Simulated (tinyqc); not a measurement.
Classical nucleation, growth and JMAK kinetics of crystallisation from a melt or glass: one step, computed by the program tinyqc. Command: `OMP_NUM_THREADS=1 python tinyqc.py 3017833 3017834 out.jsonl nucl walk`. One thread of a shared host (Intel(R) Xeon(R) Processor @ 2.30GHz), about 0.01 s of CPU time with the checks.

A spherical nucleus cap on a flat wall with a sharp interface of isotropic energy gamma; lambda = Omega^(1/3) is the jump distance.

Question. Critical nucleus. Driving force per volume: dG = H (T_m - T)/T_m. Shape factor f = (2 + cos theta)(1 - cos theta)^2/4. W(r) = f [4 pi r^2 gamma - (4/3) pi r^3 dG]; r* = 2 gamma/dG; W* = f 16 pi gamma^3/(3 dG^2); n* = f (4/3) pi r*^3/Omega.

Inputs (values chosen for the exercise, for a model substance):

| quantity | value | unit |
|---|---|---|
| melting point T_m | 1790 | K |
| heat of melting per volume H | 1340 | J/cm^3 |
| interface energy gamma | 0.105 | J/m^2 |
| atomic volume Omega | 20.3 | angstrom^3 |
| temperature T | 1300 | K |
| contact angle theta | 110 | degrees |

Nucleation: on a flat wall. Driving force: Turnbull (linear).

Constants: e = 1.602176634e-19 C; k_B = 1.380649e-23 J/K.

Give: driving force dG; shape factor f; critical radius r*; barrier W*; atoms in the nucleus n*; W*/(k_B T).

Answer.

driving force dG = 366.82 J/cm^3

shape factor f = 0.74651

critical radius r* = 0.57249 nm

barrier W* = 0.67166 eV

atoms in the nucleus n* = 28.903

W*/(k_B T) = 5.9956

The wall leaves r* unchanged and cuts the barrier to 74.7 % of the homogeneous value. W* equals n* Omega dG/2 = 0.672 eV. Caution: with under 20 atoms in the nucleus or a barrier under 10 k_B T the capillary model is only a guide.
